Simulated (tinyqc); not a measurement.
What moves the results: defect-molecule model of a vacancy with Jahn-Teller distortion. A value that a table varies takes the place of the one given here.

Four dangling hybrids a, b, c, d point into the vacancy: H_ii = E0, and -gm between any two. A tetragonal distortion Q pairs a with b and c with d: those two couplings become -gm - I Q and the other four -gm + I Q/2, at an elastic cost k Q^2/2. The a1 level holds two electrons; charge states 2+, + and 0 put n = 0, 1, 2 more into the lowest level of t2 origin. Energy from the 2+ state at Q = 0, with the Fermi level mu counted from Ev: W_n(Q) = n (et - 2 I Q) + k Q^2/2 + Uc n (n - 1)/2 - n mu. et = E0 + gm is the undistorted t2 level.

Constants: kB = 8.617333262e-05 eV/K.

Values chosen for the exercise (of the size used for the vacancy in silicon; shifted at random, so the results belong to these values and not to a real crystal):
- E0 = -0.14 eV (level of a dangling hybrid, from Ev)
- gm = 0.37 eV (coupling between two dangling hybrids)
- I = 0.95 eV/angstrom (Jahn-Teller coupling)
- k = 16.3 eV/angstrom^2 (force constant of the mode)
- Uc = 0.23 eV (repulsion of two electrons in one orbital)
- T = 200 K (temperature)
- mu1 = 0 eV (first Fermi level)

## Occupation against the Fermi level

Weights g_n exp(-W_n/kT) with W_n = n et - n^2 E_JT + Uc n (n - 1)/2 - n mu, E_JT = 2 I^2/k, degeneracies 1, 6 (spin and three axes) and 3; mu = mu1 + 0.03 j eV.

Shares:

| mu (eV) | 2+ | + | 0 | mean charge |
|---|---|---|---|---|
| 0.00 | 0.9941 | 0.0059 | 0.0000 | 1.9941 |
| 0.03 | 0.9673 | 0.0327 | 0.0001 | 1.9672 |
| 0.06 | 0.8371 | 0.1613 | 0.0016 | 1.8356 |
| 0.09 | 0.4630 | 0.5086 | 0.0284 | 1.4347 |
| 0.12 | 0.1081 | 0.6767 | 0.2153 | 0.8928 |
| 0.15 | 0.0099 | 0.3519 | 0.6383 | 0.3716 |
| 0.18 | 0.0004 | 0.0881 | 0.9114 | 0.0890 |
| 0.21 | 0.0000 | 0.0167 | 0.9833 | 0.0167 |
| 0.24 | 0.0000 | 0.0030 | 0.9970 | 0.0030 |

U_eff = Uc - 2 E_JT = +0.009 eV and kT = 17.2 meV (the vacancy in silicon is known as negative-U; these values are not). The + state reaches at most 67.7 % on these rows, at mu = 0.12 eV. The mean charge goes from 1.99 to 0.00.

## When U turns negative

The force constant is varied. E_JT = 2 I^2/k, E(2+/+) = et - E_JT, E(+/0) = et - 3 E_JT + Uc, U_eff = Uc - 2 E_JT.

Against k:

| k (eV/angstrom^2) | E_JT (eV) | (2+/+) (eV) | (+/0) (eV) | U_eff (eV) | Q of the neutral state (angstrom) |
|---|---|---|---|---|---|
| 8 | 0.2256 | 0.0044 | -0.2169 | -0.2213 | 0.4750 |
| 12 | 0.1504 | 0.0796 | 0.0088 | -0.0708 | 0.3167 |
| 16 | 0.1128 | 0.1172 | 0.1216 | 0.0044 | 0.2375 |
| 24 | 0.0752 | 0.1548 | 0.2344 | 0.0796 | 0.1583 |
| 32 | 0.0564 | 0.1736 | 0.2908 | 0.1172 | 0.1187 |
| 48 | 0.0376 | 0.1924 | 0.3472 | 0.1548 | 0.0792 |
| 64 | 0.0282 | 0.2018 | 0.3754 | 0.1736 | 0.0594 |
| 96 | 0.0188 | 0.2112 | 0.4036 | 0.1924 | 0.0396 |

k at which U_eff = 0 = 15.70 eV/angstrom^2

Levels below 0 lie in the valence band. U_eff is negative for k below 4 I^2/Uc = 15.7: 2 of the 8 rows. The gain grows as n^2, so the second electron wins 3 E_JT where the first wins E_JT. For a stiff lattice the levels tend to et = 0.230 and et + Uc = 0.460 eV.

## What each parameter does

E_JT = 2 I^2/k, E(2+/+) = et - E_JT, E(+/0) = et - 3 E_JT + Uc, U_eff = E(+/0) - E(2+/+); a1 level E0 - 3 gm. Each row changes one parameter from the base and keeps the others.

Results:

| case | (2+/+) (eV) | (+/0) (eV) | U_eff (eV) | a1 (eV) |
|---|---|---|---|---|
| base | 0.1193 | 0.1278 | 0.0085 | -1.2500 |
| E0 = -0.09 eV | 0.1693 | 0.1778 | 0.0085 | -1.2000 |
| gm = 0.41 eV | 0.1593 | 0.1678 | 0.0085 | -1.3700 |
| I = 1.045 eV/angstrom | 0.0960 | 0.0580 | -0.0380 | -1.2500 |
| k = 17.93 eV/angstrom^2 | 0.1293 | 0.1580 | 0.0287 | -1.2500 |
| Uc = 0.29 eV | 0.1193 | 0.1878 | 0.0685 | -1.2500 |

The largest shifts from the base row, up to three for each result and ties (the steps differ in size, so this ranks the rows, not the parameters). (2+/+) (eV): E0 +0.0500, gm +0.0400, I -0.0233; unchanged at the printed digits by Uc. (+/0) (eV): I -0.0698, Uc +0.0600, E0 +0.0500. U_eff (eV): Uc +0.0600, I -0.0465, k +0.0201; unchanged at the printed digits by E0 and gm. a1 (eV): gm -0.1200, E0 +0.0500; unchanged at the printed digits by I, k and Uc. E0 and gm move both levels alike, so U_eff depends on I, k and Uc alone.

(tinyqc, `OMP_NUM_THREADS=1 python tinyqc.py 1480820 1480821 out.jsonl`, Intel(R) Xeon(R) Processor @ 2.30GHz, 1 thread, shared host, about 0.01 s.)
